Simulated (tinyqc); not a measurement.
# Space-charge-limited current with shallow traps, step by step

Computed by the program tinyqc: `OMP_NUM_THREADS=1 python tinyqc.py 2370073 2370074 out.jsonl`, one thread of a shared Intel Xeon 2.30GHz, about 0.01 s for the whole run. Printed values are rounded.

One carrier type, drift only, an injecting contact at x = 0 (zero field) and thickness L. The share th = y/(1 + y), y = (Nc/Nt) exp(-Et/kB T), of the injected charge is free: J = q mu n F, eps0 eps_r dF/dx = q (n - n0)/th.

Values chosen for this exercise: temperature T = 300 K; relative permittivity eps_r = 16.6; mobility mu = 17 cm^2/(V s); thickness L = 6700 nm; band density of states Nc = 2.5e19 cm^-3; trap density Nt = 1.1e15 cm^-3; trap depth Et = 0.51 eV; free carrier density in equilibrium n0 = 8.1e8 cm^-3; voltage V = 3.1 V.

Constants: q = 1.602176634e-19 C, kB = 1.380649e-23 J/K, Vt = kB T/q, eps0 = 8.8541878128e-14 F/cm where lengths are in cm. Results are converted to the units shown.

Range of the model: Diffusion and a field-dependent mobility are left out. With injecting contacts the diffusion current, about 4 pi^2 Vt th eps0 eps_r mu V/L^3, equals the Mott-Gurney current at V = 35 kB T/q (0.9 V at 300 K), so the drift-only result needs V well above that.

## Limits and characteristic voltages

Ohmic J = q n0 mu V/L; Mott-Gurney J = (9/8) th eps0 eps_r mu V^2/L^3; they cross at Vx = 8 q n0 L^2/(9 th eps0 eps_r); traps fill at V_TFL = q Nt L^2/(2 eps0 eps_r).

th = 6.15032e-5
ohmic J = 1.02078e-5 A/cm^2
Mott-Gurney J = 5.52402e-5 A/cm^2
Vx = 0.572846 V
V_TFL = 26.9132 V

## The exact current

Exact: with u = n0/n(L), w = -u - ln(1 - u) and v = -u - u^2/2 - ln(1 - u), V = (q n0 L^2/(th eps0 eps_r)) v/w^2 and J = q^2 n0^2 mu L/(th eps0 eps_r w). v/w^2 falls steadily with u, so u follows by bisection.

v/w^2 = 4.81029
u = 0.237572
w = 0.0336754
J = 6.30156e-5 A/cm^2
exit field over V/L = 1.46660

J is 3.7 % below the plain sum of the two limits; the exit field lies between the ohmic 1 and the Mott-Gurney 1.5.
